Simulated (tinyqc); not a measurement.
## Capacitances from a Coulomb diamond

Question. A single-electron transistor has the bias V on its left lead and the right lead at 0 V. Its diamonds repeat every q/Cg in gate voltage, close at |V| = q/Cs with Cs = CL + CR + Cg, and have edges of slope dV/dVg = -Cg/CL and Cg/(Cs - CL). Find Cg, Cs, CL and CR.

Constants: q = 1.602176634e-19 C. Results are converted to the units shown.

gate period = 1.8849137 mV
bias at the tip of the diamond = 0.39559917 mV
slope dV/dVg of the rising edge = 0.32075472

Solution. The period gives Cg, the tip Cs, and the rising edge Cs - CL = CR + Cg.

Cg = 85.0 aF
Cs = 405 aF
CL = 140 aF
CR = 180 aF

tinyqc, about 0.01 s, one thread, Intel Xeon 2.30GHz (shared host): `OMP_NUM_THREADS=1 python tinyqc.py 2780047 2780048 out.jsonl`
